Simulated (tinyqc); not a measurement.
Energy and delay of logic against supply voltage: optimum supplies against the temperature.

One expression serves below and above threshold: I(Vg) = Ik [ln(1 + exp((Vg - VT + dd V)/(al nf Vt)))]^al, with I_on = I(V) and I_off = I(0). Gate delay td = kd C V/I_on, clock period LD td. Per gate and cycle the switching energy is act C V^2 and the leakage energy I_off V LD td. No short-circuit current, no variation. Minima are sought above 0.09 V; below a few Vt gates no longer switch and the model has no meaning.

V_min minimises the energy and V_EDP the product of energy and td. VT, Ik and nf are held fixed.

Values chosen for this exercise; values of the order met in logic technologies:
- VT = 0.28 V (threshold voltage at zero drain bias)
- nf = 1.18 (slope factor)
- dd = 0.11 (barrier lowering per volt of supply)
- Ik = 1.2 uA (specific current of a gate)
- al = 1.44 (exponent of the current law)
- C = 0.44 fF (load capacitance of a gate)
- kd = 1.1 (delay factor)
- LD = 16 (logic depth)
- act = 0.02 (activity factor)

Constants: q = 1.602176634e-19 C, kB = 1.380649e-23 J/K, Vt = kB T/q. Results are converted to the units shown.

Optimum supplies against the temperature:
```
T (K)  V_min (V)  energy at V_min (aJ)  leakage share (%)  clock at V_min (MHz)  V_EDP (V)  clock at V_EDP (GHz)
220       0.1756                0.3692              26.46                 18.76     0.4851                 6.407
250       0.1995                0.4879              28.19                 67.91     0.4856                 5.342
280       0.2234                0.6389              31.28                 170.1     0.4877                 4.577
310       0.2472                0.8373              35.79                 324.5     0.4931                 4.041
340       0.2708                 1.103              41.47                 508.7     0.5035                 3.683
370       0.2940                 1.460              47.89                 693.4     0.5194                 3.454
400       0.3163                 1.936              54.54                 856.1     0.5398                 3.302
```

As T goes from 220 to 400, V_min rises from 0.176 to 0.316 V, the energy there rises from 0.369 to 1.94 aJ, the clock there rises from 18.8 to 856 MHz and V_EDP rises from 0.485 to 0.540 V.

Computed by the program tinyqc: `OMP_NUM_THREADS=1 python tinyqc.py 2082056 2082057 out.jsonl`, one thread of a shared Intel Xeon 2.30GHz, about 0.01 s for the whole run.
